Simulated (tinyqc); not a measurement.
# Doping and flat-band voltage from the body effect

Problem. VT = Vfb + 2 phiF + gamma sqrt(2 phiF + Vsb), phiF = Vt ln(Na/ni), gamma = sqrt(2 q eps0 eps_r Na)/Cox, Cox = eps0 eox/tox. Find Na, gamma and Vfb from two thresholds.

Values chosen for this exercise; material values close to those of silicon:
- T = 300 K (temperature)
- eps_r = 11.5 (relative permittivity of the semiconductor)
- eox = 4.04 (relative permittivity of the gate insulator)
- tox = 5.9 nm (insulator thickness)

Constants: q = 1.602176634e-19 C, kB = 1.380649e-23 J/K, Vt = kB T/q, eps0 = 8.8541878128e-14 F/cm where lengths are in cm. Results are converted to the units shown.

VT at Vsb = 0 and 1.1 V (V): [0.19055918, 0.22427557]
ni = 7.2620376e9 cm^-3

Solution. The difference of the thresholds, gamma [sqrt(2 phiF + Vsb) - sqrt(2 phiF)], holds no Vfb and rises with Na, so it has one root; Vfb then follows from the first threshold.

Na = 5.00e15 cm^-3
gamma = 0.0666 V^0.5
Vfb = -0.560 V

Computed by the program tinyqc: `OMP_NUM_THREADS=1 python tinyqc.py 2360082 2360083 out.jsonl`, one thread of a shared Intel Xeon 2.30GHz, about 0.03 s for the whole run.
